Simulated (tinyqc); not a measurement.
The product rho l across metals: free and nearly free electrons in a metal.

Constants: hbar^2/2m0 = 3.80998211 eV angstrom^2; hbar = 6.58211957e-16 eV s.

Free electrons with m = 1; fcc cells hold 4 atoms and bcc cells 2; n = atoms z/a^3, kF = (3 pi^2 n)^(1/3), rho l = hbar kF/(n e^2), e = 1.602176634e-19 C. Inputs are chosen for the exercise.

Cases:
```
case     lattice  a (angstrom)  z  rho (micro-ohm cm)
near Ca      fcc         5.566  2                3.28
near Au      fcc         4.089  1                2.33
near Cu      fcc         3.620  1                1.65
near K       bcc         5.269  1                7.45
near Ag      fcc         4.051  1                1.51
near Na      bcc         4.202  1                4.77
```

Rank the cases by rho l (1e-16 ohm m^2), lowest first.

Answer: near Cu, near Ag, near Au, near Ca, near Na, near K.

Results:
```
case     lattice  a (angstrom)  z  rho (micro-ohm cm)  kF (1/angstrom)  EF (eV)  l (nm)  rho l (1e-16 ohm m^2)
near Ca      fcc         5.566  2                3.28            1.112     4.71    30.0                   9.84
near Au      fcc         4.089  1                2.33            1.201     5.50    36.2                   8.43
near Cu      fcc         3.620  1                1.65            1.357     7.01    40.1                   6.61
near K       bcc         5.269  1                7.45            0.740     2.08    29.8                  22.23
near Ag      fcc         4.051  1                1.51            1.212     5.60    54.8                   8.28
near Na      bcc         4.202  1                4.77            0.928     3.28    29.6                  14.14
```

rho l falls as n^(-2/3): it is lowest for the case near Cu and highest for near K. The lowest bulk rho belongs to near Ag; in very narrow wires, where rho l rules, the order changes. Real Fermi surfaces depart from spheres, most for the polyvalent and noble metals.

Run: tinyqc, `OMP_NUM_THREADS=1 python tinyqc.py 1682612 1682613 out.jsonl`; Intel(R) Xeon(R) Processor @ 2.30GHz, one thread, shared host; about 0.01 s of CPU time with all checks.
